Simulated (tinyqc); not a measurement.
Worked calculation: lattice vibrations of a chain. Computed by tinyqc, a small Python program that keeps every step. Command: `OMP_NUM_THREADS=1 python tinyqc.py 23958 23959 out.jsonl` (the two numbers bound the seeds that draw the settings). One thread of a shared host (Intel(R) Xeon(R) Processor @ 2.60GHz), about 0.01 s of CPU time with the checks.

## Dynamical matrix at q = 0.3

A chain moving along its axis:
```
atom                mass (u)  spring to the next atom (eV/angstrom^2)
1                  65.900000                                18.200000
2                  25.200000                                 5.100000
3                  21.800000                                 5.100000
second neighbours          -                                 2.000000
```

q is in units of 2 pi/a. A spring k from atom i to atom j, n cells on, adds k to Phi_ii and Phi_jj, -k exp(2 pi i q n) to Phi_ij and the conjugate to Phi_ji (for one atom a cell: 2k (1 - cos 2 pi q n)); D_ij = Phi_ij / sqrt(m_i m_j).

D(q) (eV/(angstrom^2 u)), lower triangle (Hermitian):
```
                     1                    2         3
1             0.414264
2  -0.431444-0.046676i             1.083333
3  -0.011187-0.127969i  -0.191223-0.081154i  0.651376
```

## Frequencies

omega^2 are the eigenvalues; wavenumber = 521.4708 sqrt(eigenvalue) 1/cm.

eigenvalues: 0.133170  0.679267  1.336537

wavenumbers (1/cm): 190.3  429.8  602.9

weights |e|^2 of the mass-weighted modes:
```
          mode 1    mode 2    mode 3
atom 1  0.683596  0.151621  0.164783
atom 2  0.196550  0.025381  0.778069
atom 3  0.119854  0.822998  0.057148
```

## Dispersion and heat capacity

C/k_B per atom = mean over q = (j + 1/2)/80, j = 0..39 and all branches of y^2 e^y/(e^y - 1)^2, y = hc wavenumber / k_B T.

Wavenumbers (1/cm):
```
q           branch 1    branch 2    branch 3
0.000000    0.000000  452.771265  615.932202
0.062500   43.036708  451.729054  615.193465
0.125000   85.212478  448.611240  613.075105
0.187500  125.610092  443.465157  609.864785
0.250000  163.173391  436.452933  606.017803
0.312500  196.561072  428.022860  602.108356
0.375000  223.895701  419.220524  598.747997
0.437500  242.490062  412.048126  596.480685
0.500000  249.214826  409.183242  595.680570
```

Heat capacity:
```
T (K)  C/k_B per atom
20           0.044512
50           0.117811
100          0.251912
200          0.536372
300          0.723392
600          0.913999
1200         0.977149
```

zero-point energy per atom = 24.605904 meV
